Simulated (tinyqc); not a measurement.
Stretching all distances: RHF, UHF, MP2, CISD and CCSD against full CI in the 3-21g basis, for H2, spin multiplicity 1. Computed by the program tinyqc with PySCF. 

Geometry (angstrom):

| atom | x | y | z |
|---|---|---|---|
| H | 0.0000 | 0.0000 | 0.0000 |
| H | 0.0000 | 0.0000 | 0.6740 |

All coordinates are multiplied by the scale. c0^2 is the weight of the RHF determinant in the lowest singlet FCI state (UHF is spin-contaminated and may lie near states of higher spin) and n(LUMO) the first natural occupation beyond the occupied space.

Full CI energy (hartree) and errors against it (kcal/mol):

| scale | distance 1-2 (angstrom) | E(FCI) | RHF | UHF | MP2 | CISD | CCSD | <S^2> UHF | c0^2 | n(LUMO) |
|---|---|---|---|---|---|---|---|---|---|---|
| 0.9900 | 0.6673 | -1.142493 | 14.7087 | 14.7087 | 4.2662 | 0.0000 | 0.0000 | 0.0000 | 0.9878 | 0.0187 |
| 1.2000 | 0.8088 | -1.145874 | 16.5614 | 16.5614 | 5.2800 | 0.0000 | 0.0000 | 0.0000 | 0.9829 | 0.0300 |
| 1.4000 | 0.9436 | -1.131422 | 18.8443 | 18.8443 | 6.6333 | 0.0000 | 0.0000 | 0.0000 | 0.9755 | 0.0457 |
| 1.6100 | 1.0851 | -1.110040 | 21.9878 | 21.9878 | 8.5632 | 0.0000 | 0.0000 | 0.0000 | 0.9641 | 0.0691 |
| 1.8200 | 1.2267 | -1.087875 | 26.0189 | 25.6605 | 11.0709 | 0.0000 | 0.0000 | 0.1176 | 0.9479 | 0.1016 |
| 2.0300 | 1.3682 | -1.067305 | 31.0135 | 25.3445 | 14.1878 | 0.0000 | 0.0000 | 0.4190 | 0.9261 | 0.1449 |
| 2.2300 | 1.5030 | -1.050120 | 36.6952 | 22.1951 | 17.7229 | 0.0000 | 0.0000 | 0.6096 | 0.8995 | 0.1975 |
| 2.4400 | 1.6446 | -1.035014 | 43.6005 | 17.8343 | 21.9721 | 0.0000 | 0.0000 | 0.7430 | 0.8656 | 0.2644 |

UHF parts from RHF first at scale 1.82 of those listed, where <S^2> leaves zero. The weight c0^2 goes from 0.99 to 0.87 and n(LUMO) from 0.02 to 0.26: static correlation grows as the bonds break into open-shell fragments. The spread of the error along the curve, which distorts its shape, is CISD 0.0, CCSD 0.0, UHF 11.0, MP2 17.7, RHF 28.9 kcal/mol. With two electrons CISD and CCSD are exact.
